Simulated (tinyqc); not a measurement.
## MESFET, gradual channel with velocity saturation: effect of the donor density of the channel on saturation

A uniformly doped n-type channel, depleted from the top by a Schottky gate; at channel potential V the depleted share of a is u = sqrt((Vbi - Vg + V)/Vp), s at the source. Electrons drift with v = mu E/(1 + mu E/vsat). Abrupt depletion edge, no series resistance, source at 0.

Vbi = phiB - Vt ln(Nc/Nd); Vp = q Nd a^2/(2 eps0 eps_r); G0 = q mu Nd a W/L; Z = mu Vp/(vsat L); s = sqrt((Vbi - Vg)/Vp). I = (G0 Vp/3) F/(1 + Z (u^2 - s^2)), F = 3 (u^2 - s^2) - 2 (u^3 - s^3), with u at V = Vd; Z = 0 gives constant mobility, for which u stops at 1. The current peaks at u = um, the root of (1 - u)(1 + Z (u^2 - s^2)) = Z F/3; beyond Vdsat = Vp (um^2 - s^2) it is held at that value. gm = G0 (um - s)/(1 + Z (um^2 - s^2)).

Values chosen for this exercise; material values those of a made-up semiconductor: temperature T = 300 K; relative permittivity of the semiconductor eps_r = 11.5; conduction-band density of states at T Nc = 5e17 cm^-3; channel thickness a = 190 nm; low-field mobility at this doping mu = 5900 cm^2/(V s); saturation velocity vsat = 1.2e7 cm/s; gate length L = 0.3 um; gate width W = 300 um; Schottky barrier phiB = 0.77 V; gate voltage Vg = 0 V.

Constants: q = 1.602176634e-19 C, kB = 1.380649e-23 J/K, Vt = kB T/q, eps0 = 8.8541878128e-14 F/cm where lengths are in cm. Results are converted to the units shown.

Effect of the donor density of the channel on saturation:

| Nd (cm^-3) | Z | um | Vdsat (V) | Isat (mA) | Isat for Z = 0 (mA) | gm (mS) |
|---|---|---|---|---|---|---|
| 3e16 | 13.964 | 0.96019 | 0.088294 | 1.3087 | 3.9105 | 12.236 |
| 4e16 | 18.619 | 0.87736 | 0.16978 | 5.3761 | 31.608 | 17.048 |
| 5.5e16 | 25.601 | 0.78436 | 0.24808 | 12.998 | 127.28 | 21.212 |
| 7.3e16 | 33.979 | 0.70661 | 0.31495 | 23.471 | 332.84 | 24.941 |
| 9.9e16 | 46.081 | 0.62982 | 0.38723 | 40.161 | 811.05 | 29.273 |
| 1.3e17 | 60.511 | 0.56743 | 0.45362 | 61.627 | 1667.7 | 33.553 |
| 1.8e17 | 83.784 | 0.50039 | 0.53646 | 98.554 | 3716.4 | 39.290 |

As Nd goes from 3e16 to 1.8e17 cm^-3, Vdsat rises from 0.0883 to 0.536 V, Isat rises from 1.31 to 98.6 mA and gm rises from 12.2 to 39.3 mS. Isat is 0.335 of the constant-mobility value in the first row and 0.0265 in the last. In every row the gate is shorter than 2 a, outside the gradual-channel approximation. For Nd = 3e16 to 4e16 cm^-3 the open channel at the source, (1 - s) a, is under two Debye lengths, so the abrupt edge is rough. At Nd = 1.8e17 cm^-3 Nd is not small against Nc, so the Boltzmann form of Vbi is rough.

Program tinyqc, `OMP_NUM_THREADS=1 python tinyqc.py 2500116 2500117 out.jsonl`; Intel Xeon 2.30GHz, shared host, one thread, about 0.09 s.
